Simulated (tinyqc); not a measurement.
What each parameter does: valley splitting of a silicon quantum well in envelope theory.

The well lies at 0 < z < L; U(z) = V0 [1/(1 + exp(z/w)) + 1/(1 + exp((L - z)/w))] - e F z, 1 mV/nm = 1e-4 eV/angstrom. The envelope psi solves -(c/ml) psi'' + U psi = E psi, c = hbar^2/2m0, by three-point differences on a grid of 0.1 angstrom from -40 to L + 40 angstrom. The two valleys at +/- k0 couple through D = C0 times the integral of exp(-i q z) U(z) psi^2, q = 2 k0 (2 pi/a), and split by Ev = 2|D|.

Random alloy: with Y(z) = Yw + (Yb - Yw) B(z), B the bracket in U, and in-plane density exp(-r^2/ad^2)/(pi ad^2), D gains a random complex part of variance sigma^2 = (C0^2/pi)(a^2 V0/(8 ad (Yb - Yw)))^2 (4/a) times the integral of psi^4 Y (1 - Y). Alone it gives a mean splitting sqrt(pi) sigma; together with the smooth part the rms splitting is 2 sqrt(|D|^2 + sigma^2).

Constants: hbar^2/2m0 = 3.80998211 eV angstrom^2.

Values chosen for the exercise (near those of a strained Si well in SiGe; shifted at random, so the results belong to these values and not to a real crystal): L = 50 angstrom (well width); V0 = 0.16 eV (conduction offset); ml = 0.929 m0 (mass along z); w = 0.9 angstrom (interface width parameter); F = 4.9 mV/nm (field pressing towards the upper interface); k0 = 0.84 2 pi/a (valley position); a = 5.431 angstrom (lattice constant); C0 = 0.26 (Bloch overlap factor); Yb = 0.24 (Ge share of the barrier); Yw = 0.02 (Ge share of the well); ad = 180 angstrom (dot radius).

Orbital spacing, psi^2 at z = L, the smooth splitting and sigma; V0 is held fixed when Yw changes.

Results for these values:
```
case  E2 - E1 (meV)  psi^2(L) (1e-3/angstrom)  2|D| (micro-eV)  sigma (micro-eV)
base          34.60                     3.889             7.13              42.4
```

What happens to each result for k0 = 0.82 2 pi/a, all else kept?

Answer: E2 - E1 does not change at the printed digits; psi^2(L) does not change at the printed digits; 2|D| rises from 7.13 to 9.68; sigma does not change at the printed digits.

The same for each parameter in turn:
```
case               E2 - E1 (meV)  psi^2(L) (1e-3/angstrom)  2|D| (micro-eV)  sigma (micro-eV)
base                       34.60                     3.889             7.13              42.4
ad = 220 angstrom          34.60                     3.889             7.13              34.7
Yw = 0.05                  34.60                     3.889             7.13              76.1
L = 56 angstrom            29.38                     3.429             6.10              40.8
V0 = 0.2 eV                36.12                     3.129             6.74              53.4
w = 1.17 angstrom          35.03                     3.745             1.60              42.6
F = 7.35 mV/nm             35.78                     4.968             9.82              43.2
k0 = 0.82 2 pi/a           34.60                     3.889             9.68              42.4
C0 = 0.312                 34.60                     3.889             8.55              50.9
```

tinyqc: `OMP_NUM_THREADS=1 python tinyqc.py 1280418 1280419 out.jsonl`; about 0.2 s, one thread, shared Intel(R) Xeon(R) Processor @ 2.30GHz.
